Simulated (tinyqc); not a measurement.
From results back to parameters: donor-acceptor pair recombination. Three cases, with inputs chosen for the exercise.

Problem. The lines of two shells were computed from hidden eps and ED + EA.

h nu = Eg - ED - EA + q/(eps R), q = e^2/(4 pi eps0); shell j lies at R = a_lat sqrt(j/2) for the same sublattice and a_lat sqrt(j/2 - 5/16) for opposite ones (on the same sublattice shells 14, 30, 46, 56, 62, ... are empty, where 2j has the form 4^a (8b + 7)); rate W = W0 exp(-2R/aD) with the donor radius aD = q/(2 eps ED). Polarisation and overlap terms, which matter for close pairs, are left out.

Constants: e^2/(4 pi eps0) = 14.39964547 eV angstrom.

Find: R; eps; ED + EA.

Method. h nu against 1/R is a line of slope q/eps and intercept Eg - ED - EA.

Case 1.

Values chosen (near those of impurities in cubic GaN; the results hold for these values, not for the real material): a_lat = 4.5 angstrom (lattice constant); Eg = 3.268 eV (gap); kind = same (sublattices of donor and acceptor); j12 = (262, 3104) (two shells).

h nu (eV): 3.139142  3.118041

Solution.

R (angstrom): 51.50  177.28

eps = 9.4
ED + EA = 159 meV

Case 2.

Values chosen (near those of impurities in InP; the results hold for these values, not for the real material): a_lat = 5.869 angstrom (lattice constant); Eg = 1.419 eV (gap); kind = same (sublattices of donor and acceptor); j12 = (2085, 5456) (two shells).

h nu (eV): 1.373983  1.371699

Solution.

R (angstrom): 189.50  306.54

eps = 12.7
ED + EA = 51 meV

Case 3.

Values chosen (near those of impurities in cubic GaN; the results hold for these values, not for the real material): a_lat = 4.5 angstrom (lattice constant); Eg = 3.285 eV (gap); kind = opposite (sublattices of donor and acceptor); j12 = (570, 2175) (two shells).

h nu (eV): 3.137355  3.127709

Solution.

R (angstrom): 75.93  148.38

eps = 9.6
ED + EA = 167 meV

Computed by tinyqc, one run a case: `OMP_NUM_THREADS=1 python tinyqc.py N N+1 out.jsonl` with N = 1281588, 1281597, 1281742; one thread of a shared Intel(R) Xeon(R) Processor @ 2.30GHz, about 0.06 s a run at most.
